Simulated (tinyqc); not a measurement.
Vertical double-diffused power MOSFET, components of the on-resistance: On-resistance against the temperature.

Stripe cells of pitch Wp + a, two channels a cell. Current flows through the channels, spreads in the accumulation layer, passes the gap between the p bodies and spreads at 45 degrees into the drift layer below them. Low drain voltage, full ionisation.

Triangular field at breakdown with Ec = Kc N^(1/8): BV = eps0 eps_r Ec^2/(2 q N), so N = (eps0 eps_r Kc^2/(2 q BV))^(4/3); W = 2 BV/Ec; mu = mud (T/300 K)^(-bt); rho = 1/(q mu N); ideal resistance rho W. Pitch p = Wp + a, Cox = 3.9 eps0/tox; zero-bias depletion in the gap w0 = sqrt(2 eps0 eps_r Vbi/(q N Nj)), open gap g = a - 2 w0; R_ch = Lc p/(2 mch Cox Vov); R_acc = 0.6 a p/(4 mac Cox Vov), 0.6 being an empirical factor for current leaving the layer along its length; R_gap = (rho/Nj) xp p/g; spreading depth t = min(W, (p - g)/2); R_drift = (rho p/2) ln((g + 2 t)/g) + rho (W - t); R_on = the sum with Rs.

Inputs (values chosen for the exercise); bulk values close to those of 4H silicon carbide: relative permittivity eps_r = 9.96; critical-field constant Kc = 22600 V/cm per (cm^-3)^(1/8); rated breakdown voltage of the drift layer BV = 900 V; drift mobility at 300 K mud = 817 cm^2/(V s); temperature exponent of the drift mobility bt = 2.5; gate oxide thickness (eps_r 3.9) tox = 59 nm; gate overdrive Vov = 11 V; channel mobility mch = 15 cm^2/(V s); accumulation-layer mobility mac = 57 cm^2/(V s); channel length Lc = 0.4 um; width of the p body in one cell, channels included Wp = 3 um; gap between neighbouring p bodies a = 4.5 um; depth of the p body xp = 0.6 um; doping of the gap over the drift doping Nj = 1; built-in voltage of the body junction Vbi = 2.98 V; substrate and contact resistance Rs = 0.16 mohm cm^2.

Constants: q = 1.602176634e-19 C, eps0 = 8.8541878128e-14 F/cm where lengths are in cm. Results are converted to the units shown.

The same in every row: R_ch (mohm cm^2) = 1.553; R_acc (mohm cm^2) = 1.380.

On-resistance against the temperature:

| T (K) | R_gap (mohm cm^2) | R_drift (mohm cm^2) | R_on (mohm cm^2) | ideal (mohm cm^2) | largest term |
|---|---|---|---|---|---|
| 250 | 0.03296 | 0.2184 | 3.344 | 0.1976 | channel |
| 290 | 0.04776 | 0.3165 | 3.457 | 0.2864 | channel |
| 330 | 0.06598 | 0.4371 | 3.596 | 0.3956 | channel |
| 370 | 0.08782 | 0.5819 | 3.762 | 0.5266 | channel |
| 410 | 0.1135 | 0.7521 | 3.958 | 0.6807 | channel |
| 450 | 0.1433 | 0.9492 | 4.185 | 0.8590 | channel |
| 490 | 0.1773 | 1.174 | 4.444 | 1.063 | channel |

R_on rises from 3.34 to 4.44 mohm cm^2. The channel term is the largest at T = 250 and in all other rows. R_on is 16.9 times the ideal drift resistance in the first row and 4.18 times in the last. Only the drift mobility depends on T in this model.

Computed by the program tinyqc: `OMP_NUM_THREADS=1 python tinyqc.py 2230069 2230070 out.jsonl`, one thread of a shared Intel Xeon 2.30GHz, about 0.01 s for the whole run.
